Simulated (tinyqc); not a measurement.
Worked calculation: physical sputtering: collision-cascade yield, angular dependence, faceting and resputtering in deposition. Computed by tinyqc, a small Python program that keeps every step. Command: `OMP_NUM_THREADS=1 python tinyqc.py 3006867 3006868 out.jsonl sputter walk`. One thread of a shared host (Intel(R) Xeon(R) Processor @ 2.30GHz), about 0.01 s of CPU time with the checks. Intermediate numbers are printed to about 6 digits and carried at full precision; extremes and crossings named in words are read from the listed rows.

Ions start collision cascades; atoms that reach the surface with more than U leave. The target is amorphous or fine-grained.

Inputs (values chosen for the exercise, modelled on gallium ions on tantalum):

| quantity | value | unit |
|---|---|---|
| ion Z1 | 31 | - |
| ion mass M1 | 69.7 | u |
| target Z2 | 73 | - |
| target mass M2 | 180.9 | u |
| surface binding energy U | 8.1 | eV |
| target density N | 55.5 | 1/nm^3 |
| fit factor Q | 0.6 | - |
| ion energy E | 940 | eV |
| current density J | 4.3 | mA/cm^2 |
| angular exponent f | 2.5 | - |
| angle of the largest yield | 63 | degrees |
| angle of incidence | 20 | degrees |
| deposition rate over sputter rate on a flat surface, D/S | 3.4 | - |

Constants: e = 1.602176634e-19 C.

## Yield at normal incidence

gamma = 4 M1 M2/(M1 + M2)^2; threshold E_th = 6.7 U/gamma for M1 >= M2, else U (1 + 5.7 M1/M2)/gamma. eps = 0.03255 M2 E/(Z1 Z2 (M1 + M2) z), z = (Z1^(2/3) + Z2^(2/3))^(1/2), E in eV; s_n = 3.441 sqrt(eps) ln(eps + 2.718)/(1 + 6.355 sqrt(eps) + eps (6.882 sqrt(eps) - 1.708)); S_n = 84.78 Z1 Z2 M1 s_n/((M1 + M2) z) in eV angstrom^2; alpha = 0.249 (M2/M1)^0.56 + 0.0035 (M2/M1)^1.5 for M1 <= M2, else 0.0875 (M2/M1)^(-0.15) + 0.165 M2/M1; Y0 = 0.042 Q alpha S_n/U [1 - sqrt(E_th/E)]^2.5 (the electronic-loss factor of the full formula is dropped). Erosion rate = Y0 J/(e N); 1 cm^2 = 1e14 nm^2.

energy transfer factor gamma = 0.803099

threshold E_th = 32.2365 eV

reduced energy eps = 0.00186677

nuclear stopping S_n = 1193.67 eV angstrom^2

alpha = 0.439405

yield Y0 = 0.977937 atoms per ion

erosion rate = 283.744 nm/min

The threshold factor is 0.599; the energy cost is 961 eV per removed atom, 119 times U.

## Oblique incidence

Angular law: Y/Y0 = t^f exp(-f cos(a_opt)(t - 1)), t = 1/cos(angle), largest at a_opt. A plane tilted by the angle recedes along the beam at a speed proportional to Y(angle), and along its own normal as Y cos(angle).

Y/Y0 at the angle = 1.08618

yield at the angle = 1.06221 atoms per ion

normal speed relative to a flat surface = 1.02067

largest Y/Y0 = 1.83891

## Deposition with resputtering

With a directional flux, net growth along the beam is D - S Y(angle)/Y0. Slopes where Y/Y0 exceeds D/S are etched: solve Y/Y0 = D/S below a_opt, if the largest Y/Y0 exceeds D/S. The normal speed is largest where f (1 - cos(a_opt)/cos(angle)) = 1, cos(angle) = f cos(a_opt)/(f - 1), or at angle 0 if this exceeds 1.

Angle of zero net growth: none: every slope grows

angle of the largest normal speed = 40.8302 degrees

Deposition outweighs sputtering at every angle, so no slope is cut back.

## Yield over energy

The formulas are those given above.

Normal incidence:

| E (eV) | eps | S_n (eV angstrom^2) | Y0 | Y0 per keV |
|---|---|---|---|---|
| 50 | 9.92963e-05 | 329.15 | 7.75548e-03 | 0.15511 |
| 100 | 1.98593e-04 | 454.36 | 7.62892e-02 | 0.76289 |
| 200 | 3.97185e-04 | 621.61 | 2.35508e-01 | 1.17754 |
| 300 | 5.95778e-04 | 742.79 | 3.76173e-01 | 1.25391 |
| 500 | 9.92963e-04 | 923.41 | 6.06943e-01 | 1.21389 |
| 1000 | 1.98593e-03 | 1223.08 | 1.01946e+00 | 1.01946 |
| 2000 | 3.97185e-03 | 1588.27 | 1.54630e+00 | 0.77315 |
| 5000 | 9.92963e-03 | 2163.76 | 2.39944e+00 | 0.47989 |
| 10000 | 1.98593e-02 | 2650.17 | 3.13033e+00 | 0.31303 |
| 30000 | 5.95778e-02 | 3434.91 | 4.32025e+00 | 0.14401 |
| 100000 | 1.98593e-01 | 4084.17 | 5.33597e+00 | 0.05336 |

The yield per keV peaks at 300 eV among these rows, 9 times the threshold, the most economical range for removing atoms. Y0 varies as E^3.30 between the first rows and as E^0.18 at the end, where nuclear stopping is flattening. Caution: the electronic-loss factor, dropped here, would lower the yields at the highest energies slightly.

Checks made by the program: position of the angular maximum (relative difference below 1e-10).
